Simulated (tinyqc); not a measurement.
Worked calculation: inter-valley coupling by envelope functions against a chain of atomic planes. Values are carried at full precision from step to step, so a last printed digit may differ when a step is redone from the rounded ones.

Chain: E(phi) = e0 + 2 v cos(phi) + 2 u cos(2 phi), cos(phi0) = -v/(4u), e0 = 2u + v^2/(4u); plane j = 0, 1, ... has the potential V_j = dE x_j + F (j - 30) a/4 (1 MV/m = 1e-4 V/angstrom). There are 30 barrier planes a side; with y = j - 29.5, x_j = xb (f(y) + f(Nw - y)), f(y) = 1/(1 + exp(y/L)), plus any Ge added in the well. The valley splitting is the spacing of the two lowest levels. Envelope theory: F_j solves a one-valley chain with hopping -b and diagonal 2b + V_j, b = 4u sin^2(phi0), sum F_j^2 = 1; the valleys couple by Dv = sum_j F_j^2 V_j exp(-2 i phi0 j) and split by 2|Dv|.

Constants: hbar^2/2m0 = 3.80998211 eV angstrom^2.

Values chosen for the exercise (near those of the Delta valleys of silicon in a SiGe well; not measured data): a = 5.431 angstrom (lattice constant; planes lie a/4 apart); u = 0.622 eV (second-neighbour hopping); v = 0.592 eV (nearest hopping); Nw = 64 (planes in the well); L = 1.5 planes (interface width); xb = 0.3 (Ge fraction of the barriers); dE = 0.59 eV (offset per unit Ge fraction); F = 5 MV/m (field); js = 77 (plane j of a Ge spike (the well starts at j = 30)); xs = 0.1 (Ge fraction added on that plane).

## Valley phase, mass and the wavelengths that couple the valleys

phi0; b = 4u sin^2(phi0); mass m/m0 = c/(b (a/4)^2), c = hbar^2/2m0. A potential couples the valleys if its phase advances by 2 phi0 a plane, or, since only whole planes count, by 2 pi - 2 phi0: periods pi/phi0 and pi/(pi - phi0) planes.

phi0 = 1.81104 rad
b = 2.34714 eV
mass = 0.8805 m0

periods (planes): pi/phi0 1.7347, pi/(pi - phi0) 2.3611

longer period = 3.2058 angstrom

## The smooth well

Lowest doublet of the chain and the envelope result.

level (meV): chain 22.107, envelope 22.129

splitting (micro-eV): chain 0.0536, envelope 0.0528

planes covered, 1/sum F^4 = 36.24
largest F_j^2 = 0.03865

The levels agree within 0.02 meV. A graded interface has little Fourier weight at 2 phi0, so the splitting is a small remainder of cancelling terms; the envelope value is 0.99 times that of the chain.

## One plane of added Ge, to first order

F_j^2 of the smooth well on that plane = 0.00247

F_j is the envelope on plane j (sum F_j^2 = 1) and Dv the coupling of the two valleys, which split by 2|Dv|. A single plane has Fourier weight at all wavelengths: it adds dE xs F_j^2 to |Dv|, so the splitting is about 2 dE xs F_j^2 if this term rules, and the mean of the doublet rises by dE xs F_j^2.

splitting = 291 micro-eV
rise of the mean level = 0.146 meV

The chain with the spike gives 220 micro-eV and a rise of 0.110 meV; the envelope solved with the spike gives 215. First order is +33 % off: the state draws back from the spike, which the envelope solved anew includes.

## Checks

- Splitting with a weak spike (0.02) on plane j = 51 from the envelope against the chain (micro-eV): 829 against 831.

Run: tinyqc, `OMP_NUM_THREADS=1 python tinyqc.py 1482038 1482039 out.jsonl`; Intel(R) Xeon(R) Processor @ 2.30GHz, one thread, shared host; about 0.05 s of CPU time with all checks.
